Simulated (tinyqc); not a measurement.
Strain-driven roughening and islands of a mismatched epitaxial film: one step, computed by the program tinyqc.

Film and substrate share isotropic elastic constants; the film is coherent and biaxially strained.

Task: Asaro-Tiller-Grinfeld instability. A ripple A cos(k x) has the surface chemical potential per volume [gamma k^2 - 2 (1 + nu) w k] A cos(k x), so k_c = 2 (1 + nu) w/gamma. With surface diffusion the amplitude grows at the rate q = B k^2 [2 (1 + nu) w k - gamma k^2], fastest at k_m = (3/4) k_c. B is the surface mobility.

Inputs (values chosen for the exercise, for a model film): Poisson ratio nu = 0.27; surface energy gamma = 0.979 J/m^2; surface mobility D_s nu_s Omega^2/(k_B T) = 9.6e-35 m^6/(J s).

Transport: surface diffusion.

energy density w = 137.1083 MJ/m^3

Give: k_c; critical wavelength; fastest wavelength; growth time 1/q at k_m.

Result:

k_c = 0.3557 1/nm

critical wavelength = 17.66 nm

fastest wavelength = 23.55 nm

growth time 1/q at k_m = 6.300 s
